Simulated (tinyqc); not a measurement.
# Resistance of a source-drain extension with a graded tip: abruptness at a fixed junction position

y runs along the channel, the gate covers y > 0. The doping is N0 for y < y0 and N0 10^(-(y - y0)/la) beyond, uniform over the depth xj. Sheet conductance s(y) = q mu(N) max(N - Nch, 0) xj + (for y > 0) ma Cox Vo, with mu(N) = u0 + (u1 - u0)/(1 + (N/Nr)^au) and Cox = eps0 eox/tox. Current is taken as one-dimensional; depletion of the tip, spreading and the contact are left out. The metallurgical junction lies at yj, where N = Nch.

R_spacer = integral of dy/s from -Ls to 0, R_ov from 0 to yj, R_channel = (Lg - 2 yj)/(ma Cox Vo), R_total = 2 R_spacer + 2 R_ov + R_channel. Electrical length L_eff = ma Cox dR_total/d(1/Vo); R_series = R_total - L_eff/(ma Cox Vo). y0 is moved with la so that yj stays at 8.4285 nm.

Values chosen for this exercise; mobility law close to that of holes in silicon: relative permittivity of the gate insulator (close to silicon dioxide) eox = 3.9; insulator thickness tox = 1.5 nm; active doping of the extension far from the gate N0 = 5.7e19 cm^-3; depth of the extension xj = 6 nm; channel doping Nch = 2.1e18 cm^-3; spacer length Ls = 23 nm; gate overdrive Vo = 0.52 V; mobility of the gate-induced layer ma = 48 cm^2/(V s); mobility at low doping u1 = 470.5 cm^2/(V s); mobility at high doping u0 = 44.9 cm^2/(V s); reference doping Nr = 2.23e17 cm^-3; exponent au = 0.719; gate length Lg = 30 nm.

Constants: q = 1.602176634e-19 C, eps0 = 8.8541878128e-14 F/cm where lengths are in cm. Results are converted to the units shown.

The same in every row: yj (nm) = 8.428; R_channel (ohm um) = 228.7.

Results:
```
la (nm/decade)	R_spacer (ohm um)	R_ov (ohm um)	R_total (ohm um)	L_eff (nm)	R_series (ohm um)
1	82.76	33.87	462.0	14.50	209.7
2.3	82.76	45.24	484.7	15.62	213.0
3.6	82.76	56.60	507.4	16.73	216.2
6.1	82.82	78.41	551.2	18.88	222.6
7.4	85.85	87.88	576.2	19.91	229.7
8.7	93.13	95.12	605.2	20.80	243.3
10	104.2	100.8	638.7	21.55	263.6
```

Estimate the missing row, la = 4.9 nm/decade.

Computed row:
```
la (nm/decade)	R_spacer (ohm um)	R_ov (ohm um)	R_total (ohm um)	L_eff (nm)	R_series (ohm um)
4.9	82.76	67.97	530.2	17.85	219.5
```

With this row back in the table: As la goes from 1 to 10 nm/decade, R_total rises from 462 to 639 ohm um, R_spacer rises from 82.8 to 104 ohm um and R_ov rises from 33.9 to 101 ohm um. R_total changes on average by 19.6 ohm um for each nm/decade. L_eff exceeds the metallurgical length by 1.35 nm in the first row and 8.41 nm in the last, since the gate also controls the lightly doped tips.

Computed by the program tinyqc: `OMP_NUM_THREADS=1 python tinyqc.py 2282031 2282032 out.jsonl`, one thread of a shared Intel Xeon 2.30GHz, about 0.05 s for the whole run.
